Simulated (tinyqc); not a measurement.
Electron continuity equation in a given potential, Scharfetter-Gummel discretisation: error of the current against the mesh.

Steady state in one dimension: J = q mu n E + q D dn/dx with E = -dpsi/dx and D = mu Vt, dJ/dx = 0, fixed densities nL and nR at the ends. The potential is given, psi = U x/L, and is not changed by the electrons.

Fluxes J_i = (q D/h)(n_(i+1) P_i - n_i Q_i), d_i = (psi_(i+1) - psi_i)/Vt: Scharfetter-Gummel P = B(d), Q = B(-d), B(d) = d/(exp(d) - 1); central P = 1 - d/2, Q = 1 + d/2; upwind P = 1 + max(-d, 0), Q = 1 + max(d, 0). Balance at each inner node: J_i - J_(i-1) = 0. The reference is Scharfetter-Gummel on 4000 intervals or more. Errors are those of J on the first interval against the reference at its midpoint; errors under 1e-6 % are printed as 0.

Inputs (values chosen for the exercise); mobility that of a made-up semiconductor:
- T = 300 K (temperature)
- mu = 1390 cm^2/(V s) (electron mobility)
- L = 0.39 um (length of the region)
- nL = 6.3e15 cm^-3 (density at x = 0)
- nR = 9.5e16 cm^-3 (density at x = L)
- U = 0.2 V (potential difference psi(L) - psi(0))

Constants: q = 1.602176634e-19 C, kB = 1.380649e-23 J/K, Vt = kB T/q. Results are converted to the units shown.

The same in every row: reference J (A/cm^2) = -7151.

Error of the current against the mesh:
```
N    largest |d|  SG error (%)  central error (%)  upwind error (%)
5          1.547             0              0.571             -12.7
10        0.7736             0              0.214             -3.99
20        0.3868             0             0.0582             -1.43
40        0.1934             0             0.0148            -0.584
80       0.09670             0            3.73e-3            -0.261
160      0.04835             0            9.33e-4            -0.123
```

From N = 80 to 160 the error shrinks by 4.0 (central), 2.1 (upwind); 4 marks second order and 2 first order. Scharfetter-Gummel has no error at any N here, being exact for this potential without sources.

Numbers from tinyqc (`OMP_NUM_THREADS=1 python tinyqc.py 2220007 2220008 out.jsonl`; about 0.01 s on one thread of a shared Intel Xeon 2.30GHz).
